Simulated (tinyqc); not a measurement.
# Junctionless gate-all-around wire, depletion approximation, step by step

tinyqc, about 0.01 s, one thread, Intel Xeon 2.30GHz (shared host): `OMP_NUM_THREADS=1 python tinyqc.py 2460015 2460016 out.jsonl` Printed values are rounded.

A uniformly doped n-type wire of radius R under a surrounding gate; long channel. Below flat band a shell from radius rc to R is fully depleted and the neutral core, at channel potential V (0 at the source, Vd at the drain), carries the current with constant mobility; s = (rc/R)^2 is the share of the cross-section that conducts. The edge of the depleted shell is taken as abrupt, so there is no subthreshold current.

Values chosen for this exercise; material values close to those of gallium arsenide:
- eps_r = 12.7 (relative permittivity of the semiconductor)
- eox = 22 (relative permittivity of the gate insulator)
- tox = 12 nm (insulator thickness)
- R = 10 nm (wire radius)
- Nd = 1.9e19 cm^-3 (donor density)
- Vfb = 1.15 V (flat-band voltage)
- mu = 97 cm^2/(V s) (effective mobility in the wire)
- L = 0.2 um (gate length)
- Vg = 0.31 V (gate voltage)
- Vd = 0.1 V (drain voltage)

Constants: q = 1.602176634e-19 C, eps0 = 8.8541878128e-14 F/cm where lengths are in cm. Results are converted to the units shown.

## Voltages that deplete the wire

Cox = eps0 eox/(R ln(1 + tox/R)); A = q Nd R^2/(4 eps0 eps_r); B = q Nd R/(2 Cox); VT = Vfb - A - B.

Cox = 2.47055 uF/cm^2
A = 0.676786 V
B = 0.616085 V
VT = -0.142872 V

Of the 1.29 V needed, 47.7 % drops over the insulator. The device is normally on.

## Iteration 1: conducting share at the source by Newton steps

s at the start = 0.5

With V = 0: f = A (1 - s + s ln s) + B (1 - s) - (Vfb - Vg); f' = A ln s - B; s(new) = s - f/f'.

f = -0.428120 V
f' = -1.08520 V
s after iteration 1 = 0.105491

## Iteration 2: conducting share at the source by Newton steps

As before.

f = 0.155909 V
f' = -2.13827 V
s after iteration 2 = 0.178405

## Course of the iteration: conducting share at the source by Newton steps

Stop when s changes by less than 1e-11, or after 30 iterations. s must stay positive.

Course of the iteration:
```
iteration,s,|change|
1,0.105491,0.395
2,0.178405,0.0729
3,0.186311,7.91e-3
4,0.186378,6.66e-5
5,0.186378,4.60e-9
6,0.186378,< 1e-13
```

Converged in 6 iterations. At the end the number of correct digits about doubles with each step.

## Core radius, conductance and current

s0 = 0.186378
sL = 0.132661

s solves Vfb - Vg + V = A (1 - s + s ln s) + B (1 - s), and s = 0 where the left side exceeds A + B. I = (q mu Nd pi R^2/L)[g(s0) - g(sL)], g = A (s^2/4 - (s^2/2) ln s) + B s^2/2, with s0 at V = 0 and sL at V = Vd. rc = R sqrt(s0); the small-signal conductance at Vd = 0 is q mu Nd pi R^2 s0/L.

rc at the source = 4.31715 nm
conductance = 8.64469 uS
I = 0.737336 uA
